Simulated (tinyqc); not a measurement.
# Transit time and capacitance from two cut-off frequencies

Question. 1/(2 pi fT) = tauF + Vt C/JC, C the sum of the junction capacitances per area. Find C, tauF and the limit of fT at high current.

Parameters, values chosen for the exercise: temperature T = 300 K.

Constants: q = 1.602176634e-19 C, kB = 1.380649e-23 J/K, Vt = kB T/q. Results are converted to the units shown.

JC (mA/um^2): 0.014  0.53
fT (GHz): 11.798512  26.088943

Answer. The delay is a straight line in 1/JC with slope Vt C and intercept tauF.

C = 4.110 fF/um^2
tauF = 5.900 ps
limit of fT = 26.98 GHz

Numbers from tinyqc (`OMP_NUM_THREADS=1 python tinyqc.py 2320135 2320136 out.jsonl`; about 0.01 s on one thread of a shared Intel Xeon 2.30GHz).
